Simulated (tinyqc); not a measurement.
Which roughness does what: X-ray reflectivity of a thin film on silicon: critical angles, Parratt recursion, fringes and roughness. Computed by tinyqc, a small Python program. Command: `OMP_NUM_THREADS=1 python tinyqc.py 3120053 3120054 out.jsonl xrr walk`. One thread of a shared host (Intel(R) Xeon(R) Processor @ 2.30GHz), about 0.01 s of CPU time with the checks.

n = 1 - delta + i beta; the classical electron radius is r_e = 2.8179403e-6 nm. Layer 0 is vacuum, 1 the film, 2 the substrate.

Inputs (values chosen for the exercise, modelled on TaN on silicon, copper K-alpha radiation):
```
quantity                                        value     unit
wavelength lambda                             0.15406       nm
film density rho                                 14.4   g/cm^3
effective electrons per unit mass, film          0.41    mol/g
beta/delta, film                                 0.08        -
film thickness d                                 14.4       nm
roughness of the surface sigma_1                 0.34       nm
roughness of the interface sigma_2               0.65       nm
substrate density                                2.33   g/cm^3
effective electrons per unit mass, substrate    0.507    mol/g
beta/delta, substrate                           0.023        -
grazing angle theta                               2.1  degrees
```

Constants: N_A = 6.02214076e+23 1/mol.

Method:
- delta = r_e lambda^2 rho_e/(2 pi), rho_e = density x electrons per mass x N_A; critical angle sqrt(2 delta), q_c = 4 sqrt(pi r_e rho_e).
- k_j = (2 pi/lambda) sqrt(sin^2 theta - 2 delta_j + 2 i beta_j); r_ij = (k_i - k_j)/(k_i + k_j) x exp(-2 k_i k_j sigma^2) (Nevot-Croce); r = (r_01 + r_12 p)/(1 + r_01 r_12 p), p = exp(2 i k_1 d); R = |r|^2.
- Far above the critical angle the period is d theta = lambda/(2 d), or 2 pi/d in q; the envelope runs between (|r_01| - |r_12 p|)^2 and (|r_01| + |r_12 p|)^2; contrast = 2 a b/(a^2 + b^2) with a = |r_01|, b = |r_12 p|; roughness factors on the amplitudes are about exp(-q^2 sigma^2/2).
- R is averaged over one period above each angle (64 points); contrast = (max - min)/(max + min) of R theta^4 over that period. Cases: smooth; only sigma_1; only sigma_2; both.

period in theta = 0.306493 degrees

Constants:
```
layer      rho_e (1/nm^3)        delta         beta  critical angle (degrees)  q_c (1/nm)
film              3555.47  3.78468e-05  3.02774e-06                  0.498485    0.709659
substrate          711.40  7.57263e-06  1.74170e-07                  0.222977    0.317437
```

Mean R and contrast:
```
theta (degrees)   R smooth  contrast  R, sigma_1  contrast, sigma_1  R, sigma_2  contrast, sigma_2     R, both  contrast, both
0.8              0.0096753   0.92052  8.6261e-03            0.95722  8.5540e-03            0.76376  7.4814e-03         0.82163
1.2              0.0021233   0.93306  1.6623e-03            0.98384  1.5986e-03            0.63981  1.1457e-03         0.74317
1.8              0.0004268   0.94875  2.6249e-04            0.99599  2.9229e-04            0.29679  1.2713e-04         0.46974
2.5              0.0001247   0.95653  6.0388e-05            0.91246  8.2322e-05            0.09172  1.6645e-05         0.25355
3.5              0.0000372   0.96308  1.4655e-05            0.51723  2.2497e-05            0.00652  1.0551e-06         0.25580
```

What follows from these numbers?

At 2.5 degrees sigma_1 alone multiplies the mean R by 0.48 and sigma_2 alone by 0.66; the contrast goes from 0.96 (smooth) to 0.91 and 0.09.
